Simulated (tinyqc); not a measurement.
From total reverse current back to capture time tau_p: trap-assisted generation and recombination current of an abrupt junction. Computed by tinyqc, a small Python program. Command: `OMP_NUM_THREADS=1 python tinyqc.py 3000605 3000606 out.jsonl junctionleak inv`. One thread of a shared host (Intel(R) Xeon(R) Processor @ 2.30GHz), about 0.03 s of CPU time with the checks.

Depletion approximation, flat quasi-Fermi levels across the depleted layer, long neutral regions with minority lifetimes tau_n and tau_p, full ionisation and Boltzmann statistics. Voltages in exponents stand for e V.

Inputs (values chosen for the exercise, with bands and screening modelled on GaAs):

| quantity | value | unit |
|---|---|---|
| gap E_g | 1.43 | eV |
| electron mass m_e | 0.0659 | m_0 |
| valleys M_c | 1 | - |
| hole mass m_h | 0.517 | m_0 |
| dielectric constant eps | 13.1 | - |
| acceptor density N_A | 1.1e+17 | cm^-3 |
| donor density N_D | 6.9e+18 | cm^-3 |
| capture time tau_n | 2.7e-05 | s |
| trap level E_t - E_i | 0.043 | eV |
| electron diffusion coefficient D_n | 8.1 | cm^2/s |
| hole diffusion coefficient D_p | 6.3 | cm^2/s |
| reverse bias V_r | 2.6 | V |
| temperature T | 300 | K |

Field enhancement: none.

Constants: k_B = 8.617333262e-05 eV/K; m_0 = 9.1093837015e-31 kg; k_B = 1.380649e-23 J/K; h = 6.62607015e-34 J s; e = 1.602176634e-19 C; eps_0 = 8.8541878128e-12 F/m.

Method:
- N_c = 2 M_c (2 pi m_e k_B T/h^2)^(3/2) and N_v = 2 (2 pi m_h k_B T/h^2)^(3/2), masses in units of m_0.
- n_i = sqrt(N_c N_v) exp(-E_g/2 k_B T); V_bi = (k_B T/e) ln(N_A N_D/n_i^2); diffusion saturation current J_d0 = e n_i^2 [sqrt(D_n/tau_n)/N_A + sqrt(D_p/tau_p)/N_D].
- W = sqrt(2 eps eps_0 (V_bi - V)(1/N_A + 1/N_D)/e), x_p = W N_D/(N_A + N_D), x_n = W - x_p, peak field F_m = 2 (V_bi - V)/W; reverse bias means V = -V_r.
- Potential from the p edge: phi = (V_bi - V) x^2/(x_p W) on the p side and (V_bi - V)[1 - (W - x)^2/(x_n W)] on the n side; p = N_A exp(-phi/k_B T), n = n_i^2 exp(V/k_B T)/p; U = (n p - n_i^2)/[tau_p (n + n_i exp(dE/k_B T)) + tau_n (p + n_i exp(-dE/k_B T))], dE = E_t - E_i, n1 = n_i exp(dE/k_B T), p1 = n_i exp(-dE/k_B T); J_t = e int U dx by the trapezoid rule on 400 intervals on each side.
- Generation lifetime tau_g = tau_p exp(dE/k_B T) + tau_n exp(-dE/k_B T); textbook estimate e n_i W/tau_g; generation current J_g = -J_t; total = J_g + J_d0 (1 - exp(-V_r/k_B T)).

Task: A run gave the result below. Find the capture time tau_p, known to lie between 2.1e-09 and 4.7e-09 s.

total reverse current = 7.135432e-13 A/cm^2

Result:

Each step takes the trial c = (a f_b - b f_a)/(f_b - f_a), f being the result less the target and a, b, c the logarithms of the listed values; c replaces end b, the old b replaces a if the sign of f changed, and otherwise f_a is halved.

Scan of the range:

| capture time tau_p (s) | total reverse current (A/cm^2) |
|---|---|
| 2.10e-09 | 7.15016e-13 |
| 2.40e-09 | 7.14154e-13 |
| 2.75e-09 | 7.13244e-13 |
| 3.14e-09 | 7.12322e-13 |
| 3.59e-09 | 7.11351e-13 |
| 4.11e-09 | 7.10325e-13 |
| 4.70e-09 | 7.09255e-13 |

False position (Illinois rule, in the logarithm of the input) inside the bracket:

| step | end a | end b | trial | total reverse current (A/cm^2) |
|---|---|---|---|---|
| 1 | 2.40000e-09 | 2.75000e-09 | 2.62952e-09 | 7.13547e-13 |
| 2 | 2.75000e-09 | 2.62952e-09 | 2.63098e-09 | 7.13543e-13 |
| 3 | 2.75000e-09 | 2.63098e-09 | 2.63100e-09 | 7.13543e-13 |
| 4 | 2.63098e-09 | 2.63100e-09 | 2.63099e-09 | 7.13543e-13 |

Total reverse current falls at every point of a 13-point scan of the range (every second point is shown), so one value fits; it is bracketed by 2.40e-9 and 2.75e-9. Answer: capture time tau_p = 2.631e-9 s.

Caution: one side is doped near or above its effective density of states, so Boltzmann statistics understate V_bi.
